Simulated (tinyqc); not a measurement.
Worked calculation: Pariser-Parr-Pople SCF with singles CI, for the molecule C=Cc1ccccc1 (SMILES; centres numbered as the heavy atoms are written). One step of it, computed by the program tinyqc.

Question. Singles CI, singlets. Over the 4 single excitations with the smallest orbital gaps: A = (e_a - e_i) delta + 2 (ia|jb) - (ij|ab), with (pq|rs) = sum c_mp c_mq gamma_mn c_nr c_ns. f = 2/3 w |mu|^2 in atomic units, mu = sqrt2 sum c_ia sum_m c_mi c_ma R_m.

orbital energies (eV): -14.593424  -12.470010  -11.166998  -10.216314  -2.273686  -1.323002  -0.019990  2.103424

coefficients:
```
         MO1        MO2        MO3        MO4        MO5        MO6        MO7        MO8
1C  0.148155   0.410898   0.009486   0.555988   0.555988   0.009486  -0.410898   0.148155
2C  0.289298   0.523528  -0.001349   0.377125  -0.377125   0.001349   0.523528  -0.289298
3C  0.494749   0.334214  -0.013566  -0.378603  -0.378603  -0.013566  -0.334214   0.494749
4C  0.396693   0.008402   0.493801  -0.314206   0.314206  -0.493801   0.008402  -0.396693
5C  0.342224  -0.326117   0.506556   0.141178   0.141178   0.506556   0.326117   0.342224
6C  0.321670  -0.475209   0.012451   0.412976  -0.412976  -0.012451  -0.475209  -0.321670
7C  0.340816  -0.336321  -0.493079   0.166150   0.166150  -0.493079   0.336321   0.340816
8C  0.394297  -0.004889  -0.505969  -0.297493   0.297493   0.505969  -0.004889  -0.394297
```

repulsion gamma_rs (eV), lower triangle:
```
           1C         2C         3C         4C         5C         6C         7C         8C
1C  12.090000
2C   5.557910  12.090000
3C   3.982515   5.556854  12.090000
4C   2.942244   3.982843   5.559487  12.090000
5C   2.384009   2.941691   3.982843   5.556854  12.090000
6C   2.308327   2.671082   3.608348   3.982698   5.559052  12.090000
7C   2.671082   2.941317   3.981951   3.608186   3.982913   5.557910  12.090000
8C   3.608348   3.981951   5.557003   3.982913   3.608407   3.982515   5.556854  12.090000
```

Centres (angstrom, eV; a flat drawing with bonds scaled to 1.40 angstrom):
```
centre          x          y  core charge z          W   gamma_rr
1C      -2.879000   0.438000              1  12.290000  12.090000
2C      -1.930000  -0.591000              1  12.290000  12.090000
3C      -0.564000  -0.283000              1  12.290000  12.090000
4C       0.385000  -1.311000              1  12.290000  12.090000
5C       1.751000  -1.003000              1  12.290000  12.090000
6C       2.167000   0.333000              1  12.290000  12.090000
7C       1.218000   1.362000              1  12.290000  12.090000
8C      -0.148000   1.054000              1  12.290000  12.090000
```

Give: singlet CI matrix; singlet excitation energies; oscillator strengths.

Answer.

singlet CI matrix (eV), lower triangle:
```
         4>5     3>5     4>6     3>6
4>5   5.2559
3>5  -0.0938  5.6568
4>6  -0.0938  0.7471  5.6568
3>6  -0.1563  0.0006  0.0006  6.9881
```

singlet excitation energies (eV): 4.9097  5.2271  6.4185  7.0024

oscillator strengths: 0.0000  0.8158  0.7469  0.7571
